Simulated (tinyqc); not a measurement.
From results back to parameters: tunnelling through a thin dielectric with one trap, as a tight-binding chain. Three cases, with inputs chosen for the exercise.

Problem. A resonance has full width Gamma_L + Gamma_R and peak height 4 Gamma_L Gamma_R/(Gamma_L + Gamma_R)^2. The values come from hidden widths.

Case 1.

full width = 37.1726 meV
peak height = 0.0867444

Case 2.

full width = 2.30279 meV
peak height = 0.106994

Case 3.

full width = 72.0010 meV
peak height = 0.000189509

Find: larger and smaller width.

Solution. The widths are (W/2)(1 +/- sqrt(1 - peak)); which belongs to which lead the line shape cannot tell.

Case 1.

larger and smaller width (meV): 36.3  0.824

Case 2.

larger and smaller width (meV): 2.24  0.0633

Case 3.

larger and smaller width (meV): 72.0  0.00341

Computed by tinyqc, one run a case: `OMP_NUM_THREADS=1 python tinyqc.py N N+1 out.jsonl` with N = 1450763, 1450794, 1450798; one thread of a shared Intel(R) Xeon(R) Processor @ 2.30GHz, about 0.1 s a run at most.
